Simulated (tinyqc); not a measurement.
Equilibrium and kinetic segregation of a solute to boundaries and growing surfaces: one step, computed by the program tinyqc.

Question. Depletion of small grains. With theta the solute fraction on boundary sites and x that in the grains, theta/(1 - theta) = [x/(1 - x)] exp[(Q + z w theta)/(k_B T)]. Finite grains: boundary sites are the fraction f = 3 delta/d, and x0 = (1 - f) x + f theta; solve both equations for theta; share at boundaries = f theta/x0.

Inputs (values chosen for the exercise, modelled on a solute in a copper line):

| quantity | value | unit |
|---|---|---|
| segregation energy Q | 0.539 | eV |
| interaction z w (positive attracts) | 0.24 | eV |
| total solute fraction x0 | 0.0027 | - |
| temperature T | 900 | K |
| grain size d | 97 | nm |
| boundary thickness delta | 0.3 | nm |

Isotherm: Fowler-Guggenheim.

Constants: k_B = 8.617333262e-05 eV/K.

Give: site fraction f; coverage theta; fraction x left in the grains; share of solute at boundaries; enrichment theta/x.

Answer.

site fraction f = 0.009278

coverage theta = 0.2744

fraction x left in the grains = 1.551e-04

share of solute at boundaries = 94.31 %

enrichment theta/x = 1769
